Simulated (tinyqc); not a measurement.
# Changing the shear strain e_s

Model: valley-orbit splitting of a donor ground state, with strain. Computed by tinyqc, a small Python program. Command: `OMP_NUM_THREADS=1 python tinyqc.py 3014572 3014573 out.jsonl valleyorbit sweep`. One thread of a shared host (Intel(R) Xeon(R) Processor @ 2.30GHz), about 0.01 s of CPU time with the checks.

The basis is the 1s envelope in each valley; energies are counted from the unstrained conduction-band edge. The strain is e_s (a a^T - 1/3) for the unit stress axis a, so valley j along n_j moves by Xi_u e_s w_j with w_j = (n_j.a)^2 - 1/3: +1/6 for x and y, -1/3 for z. The splitting at the zone boundary that a [110] shear adds for <100> valleys is left out.

Inputs (values chosen for the exercise, modelled on donors in silicon):
```
quantity,value,unit
single-valley binding energy E_0,30.6,meV
central-cell shift Lambda,2.98,meV
coupling Delta_1,1.83,meV
coupling Delta_2,1.38,meV
shear deformation potential Xi_u,8.87,eV
temperature T,50,K
donor density N_D,2.1e+17,cm^-3
density-of-states mass of one valley m_e,0.323,m_0
```

Valleys: six along <100>. Stress axis: [110].

Constants: k_B = 8.617333262e-05 eV/K; m_0 = 9.1093837015e-31 kg; k_B = 1.380649e-23 J/K; h = 6.62607015e-34 J s.

Method:
- H_jj = -(E_0 + Lambda) + Xi_u e_s w_j; H_jk = -Delta_2 between opposite valleys and -Delta_1 between perpendicular ones.
- Diagonalise H; the ground vector has positive components. The density at the nucleus, and so the contact hyperfine coupling, scales as (sum_j c_j)^2/(number of valleys), which is 1 without strain; the envelopes are held fixed.
- The binding energy is counted from the lowest valley edge, min_j Xi_u e_s w_j; the gap is from the ground state to the next level.
- z = sum over levels of exp(-(E - E_ground)/k_B T), the ground-state share being 1/z; N_c = 2 (2 pi m_e k_B T/h^2)^(3/2) sum_j exp(-(shift_j - lowest shift)/k_B T); n1 = N_c/(2 z) exp(-binding/k_B T), binding = lowest shift - E_ground; without compensation n = 2 N_D/(1 + sqrt(1 + 4 N_D/n1)) (Boltzmann statistics; p and higher states left out).

One run for each value:
```
shear strain e_s,hyperfine ratio A/A_0,binding energy under strain (meV),gap to the first excited state (meV),free electrons n (cm^-3)
0.00002,1.0000,42.22,10.02,2.717e+15
0.00004,0.9999,42.16,9.96,2.717e+15
0.00008,0.9998,42.05,9.85,2.717e+15
0.00016,0.9990,41.82,9.62,2.718e+15
0.00032,0.9960,41.38,9.18,2.721e+15
0.00130,0.9287,39.19,6.99,2.788e+15
0.00250,0.7859,37.62,5.42,2.941e+15
0.00500,0.5846,36.31,4.11,3.203e+15
```

Give the missing row, shear strain e_s = 0.00063.

Computed row; columns: (1) shear strain e_s; (2) hyperfine ratio A/A_0; (3) binding energy under strain (meV); (4) gap to the first excited state (meV); (5) free electrons n (cm^-3):
```
(1)         (2)    (3)   (4)        (5)
0.00063  0.9837  40.59  8.39  2.734e+15
```

Interpolating between the two neighbouring rows (the first column on a logarithmic scale, the others too where they are positive) misses most in gap to the first excited state (meV), by 4.1 %. Over the rows, hyperfine ratio A/A_0 falls from 1.000 to 0.585; binding energy under strain (meV) falls from 42.2 to 36.3 (exponent d ln y / d ln x -0.0020 between the first rows and -0.051 between the last); gap to the first excited state (meV) falls from 10.0 to 4.11 (exponent d ln y / d ln x -0.0085 between the first rows and -0.40 between the last). Strain moves the ground state into the lowered valleys, so fewer valleys add in phase at the nucleus and less valley-orbit energy is gained.

Caution (all rows): at this donor density neighbouring orbits begin to overlap and the depth shrinks, which a fixed level leaves out.

Extremes, crossings and ranges named in words are read from the listed rows.
